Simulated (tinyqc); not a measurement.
Sharpness of the interface: valley splitting of a silicon quantum well in envelope theory.

The well lies at 0 < z < L; U(z) = V0 [1/(1 + exp(z/w)) + 1/(1 + exp((L - z)/w))] - e F z, 1 mV/nm = 1e-4 eV/angstrom. The envelope psi solves -(c/ml) psi'' + U psi = E psi, c = hbar^2/2m0, by three-point differences on a grid of 0.1 angstrom from -40 to L + 40 angstrom. The two valleys at +/- k0 couple through D = C0 times the integral of exp(-i q z) U(z) psi^2, q = 2 k0 (2 pi/a), and split by Ev = 2|D|.

Random alloy: with Y(z) = Yw + (Yb - Yw) B(z), B the bracket in U, and in-plane density exp(-r^2/ad^2)/(pi ad^2), D gains a random complex part of variance sigma^2 = (C0^2/pi)(a^2 V0/(8 ad (Yb - Yw)))^2 (4/a) times the integral of psi^4 Y (1 - Y). Alone it gives a mean splitting sqrt(pi) sigma; together with the smooth part the rms splitting is 2 sqrt(|D|^2 + sigma^2).

Constants: hbar^2/2m0 = 3.80998211 eV angstrom^2.

Values chosen for the exercise (near those of a strained Si well in SiGe; the results hold for these values, not for the real material):

| symbol | value | unit | meaning |
|---|---|---|---|
| L | 106 | angstrom | well width |
| V0 | 0.15 | eV | conduction offset |
| ml | 0.9 | m0 | mass along z |
| F | 10.4 | mV/nm | field pressing towards the upper interface |
| k0 | 0.852 | 2 pi/a | valley position |
| a | 5.431 | angstrom | lattice constant |
| C0 | 0.283 |  | Bloch overlap factor |
| Yb | 0.24 |  | Ge share of the barrier |
| Yw | 0.05 |  | Ge share of the well |
| ad | 140 | angstrom | dot radius |
| ws | (0.3, 0.5, 0.8, 1.6, 2, 3.2, 4.2) | angstrom | interface widths |

The smooth part 2|D| and the disorder part against w, beside y/sinh(y) with y = pi q w. The 12 to 88 % width of the step is 4w.

Results:

| w (angstrom) | 4w (angstrom) | 2\|D\| (micro-eV) | y/sinh(y) | sqrt(pi) sigma (micro-eV) |
|---|---|---|---|---|
| 0.3 | 1.2 | 178.63 | 0.59 | 177.3 |
| 0.5 | 2.0 | 85.14 | 0.28 | 177.3 |
| 0.8 | 3.2 | 21.63 | 0.070 | 177.4 |
| 1.6 | 6.4 | 0.33 | 0.00099 | 177.5 |
| 3.2 | 12.8 | 0.00 | 9.8e-08 | 177.6 |
| 4.2 | 16.8 | 0.00 | 2.6e-10 | 177.6 |

Give the missing row, w (angstrom) = 2.0.

Computed row:
```
w (angstrom)  4w (angstrom)  2|D| (micro-eV)  y/sinh(y)  sqrt(pi) sigma (micro-eV)
2.0                     8.0             0.04    0.00010                      177.5
```

The smooth part needs a Fourier component of U psi^2 at a wavelength of 3.19 angstrom; from the first row to the third it falls by a factor 8.26, while y/sinh(y) falls by 8.5 (the envelope near the step and the phase between the two interfaces change too). The disorder part goes from 177.3 to 177.6 micro-eV. It takes over between w = 0.3 and 0.5 angstrom, that is a step 1.2 to 2.0 angstrom wide, with 1.36 angstrom to an atomic layer.

(tinyqc, `OMP_NUM_THREADS=1 python tinyqc.py 1282399 1282400 out.jsonl`, Intel(R) Xeon(R) Processor @ 2.30GHz, 1 thread, shared host, about 0.2 s.)
